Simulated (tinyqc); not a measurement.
k.p values derived from sp3s* tight binding at Gamma: one step. States at Gamma.

At Gamma the states are two-level mixtures: s-like S+ (upper) and S- (lower) from [[Esa, Vss], [Vss, Esc]], p-like P- (valence) and P+ from [[Epa, Vxx], [Vxx, Epc]], and the bare s* levels. With real k in 1/angstrom and kz = 0, the phase sums over the four bonds are g0 = 1 - (a k/4)^2/2, g1 = i a kx/4, g3 = -(a/4)^2 kx ky to second order. Each mixture is written (anion, cation) with the anion part positive. c = hbar^2/2m0. No spin-orbit coupling.

Inputs chosen for the exercise (near a published set for GaAs, fitted to gaps, whose masses and valley positions are rough; shifted at random, so the results belong to these values and not to a real crystal): Esa = -8.332 eV (s level of the anion); Esc = -2.655 eV (s level of the cation); Epa = 1.045 eV (p level of the anion); Epc = 3.68 eV (p level of the cation); Vss = -6.433 eV (s-s); Vxx = 1.961 eV (px-px).

Question. Solve the two blocks.

Give: States.

Answer.

States:
```
state    E (eV)  anion part  cation part
S-     -12.5249     0.83776      0.54604
P-       0.0000     0.88252     -0.47028
S+       1.5379     0.54604     -0.83776
P+       4.7250     0.47028      0.88252
```

Run: tinyqc, `OMP_NUM_THREADS=1 python tinyqc.py 1482255 1482256 out.jsonl`; Intel(R) Xeon(R) Processor @ 2.30GHz, one thread, shared host; about 0.01 s of CPU time with all checks.
